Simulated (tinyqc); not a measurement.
Worked calculation: classical Heisenberg spin chain: exact results, Metropolis, heat-bath and over-relaxation steps, and a Monte Carlo run. Computed by tinyqc, a small Python program that keeps every step. Command: `OMP_NUM_THREADS=1 python tinyqc.py 3130185 3130186 out.jsonl heismc walk`. One thread of a shared host (Intel(R) Xeon(R) Processor @ 2.30GHz), about 0.2 s of CPU time with the checks. Intermediate numbers are printed to about 6 digits and carried at full precision; extremes and crossings named in words are read from the listed rows.

E = -J sum_i s_i . s_(i+1) for unit vectors s_i on an open chain; K = J/(k_B T).

Inputs (values chosen for the exercise, for a model chain of large moments):

| quantity | value | unit |
|---|---|---|
| coupling J | -28 | meV |
| temperature T | 193 | K |
| moment mu | 5.1 | mu_B |
| length N of the open chain | 16 | - |
| seed | 198472 | - |

Update: Metropolis.

Constants: k_B = 8.617333262e-05 eV/K; mu_B = 5.7883818060e-05 eV/T.

## Exact results

Each bond angle is independent, so u = <s_i . s_(i+1)> = coth K - 1/K, <s_i . s_(i+n)> = u^n, correlation length xi = -1/ln|u|, energy per bond -J u, heat capacity per bond c/k_B = 1 - K^2/sinh^2 K, and for the long chain chi = mu^2 (1 + u)/(3 k_B T (1 - u)) per spin.

K = -1.68356

u = -0.477462

xi = 1.35268 sites

energy per bond = -13.3689 meV

heat capacity = 0.580548 k_B/bond

chi over the Curie value = 0.353673

chi = 0.0106721 mu_B/T per spin

## Finite chain

For N spins, <|sum s|^2>/N = (1 + u)/(1 - u) - 2 u (1 - u^N)/(N (1 - u)^2); the long chain has (1 + u)/(1 - u), chi over the Curie value, and the difference is relative to it.

<|sum s|^2>/N = 0.381014

difference from the long chain = 7.73056 %

## Four single-spin steps

four neighbouring spins (rows; components x, y, z):
```
         1       2        3
1   0.1940  0.2625   0.9452
2  -0.7219  0.5820   0.3745
3  -0.4558  0.2620  -0.8507
4  -0.5123  0.3675  -0.7762
```

random numbers, one row a step:
```
        1       2       3
1  0.1452  0.1418  0.8576
2  0.6770  0.2921  0.9096
3  0.5134  0.3392  0.1718
4  0.5644  0.9449  0.4839
```

The given spins are first normalised. Spins 2 and 3 are updated in turn, with h = K (sum of the two neighbours). Trial spin with z = 2 r1 - 1 and azimuth 2 pi r2; it is accepted if r3 < min(1, exp(h . s_trial - h . s_old)).

Steps:

| spin | \|h\| | h . s before | h . s trial | acceptance | accepted | x | y | z |
|---|---|---|---|---|---|---|---|---|
| 2 | 0.99965 | -0.89164 | -0.17566 | 1.00000 | yes | 0.442963 | 0.547952 | -0.7096 |
| 3 | 2.94043 | -2.58486 | -0.53432 | 1.00000 | yes | -0.244518 | 0.902715 | 0.3540 |
| 2 | 2.93938 | 0.51487 | -1.76481 | 0.10232 | no | 0.442963 | 0.547952 | -0.7096 |
| 3 | 2.94043 | -0.53432 | 0.94970 | 1.00000 | yes | 0.932833 | -0.336503 | 0.1288 |

## A run and its error bars

From the ordered state (alternating for J < 0), with trial spins uniform on the sphere, 200 sweeps are discarded and 1600 recorded (even and odd sites in turn; random numbers not printed, so these rows are one sample). Errors are the scatter of block means over sqrt(number of blocks).

Blocking:

| block length | mean bond product | error | <\|sum s\|^2>/N | error |
|---|---|---|---|---|
| 1 | -0.467006 | 0.00287775 | 0.394085 | 0.00788120 |
| 4 | -0.467006 | 0.00442114 | 0.394085 | 0.00866740 |
| 16 | -0.467006 | 0.00568324 | 0.394085 | 0.00838368 |
| 40 | -0.467006 | 0.00606433 | 0.394085 | 0.00848142 |
| 80 | -0.467006 | 0.00665274 | 0.394085 | 0.00783510 |

With blocks of 40 the bond product is 1.7 error bars from the exact u = -0.4775, and <|sum s|^2>/N is 1.5 from the exact 0.381. Blocking to 40 changes the two errors by factors 2.1 and 1.1, because successive sweeps are correlated. 42 % of the trial spins are accepted.

Checks made by the program: c against a difference of the energy (relative difference 6e-10).
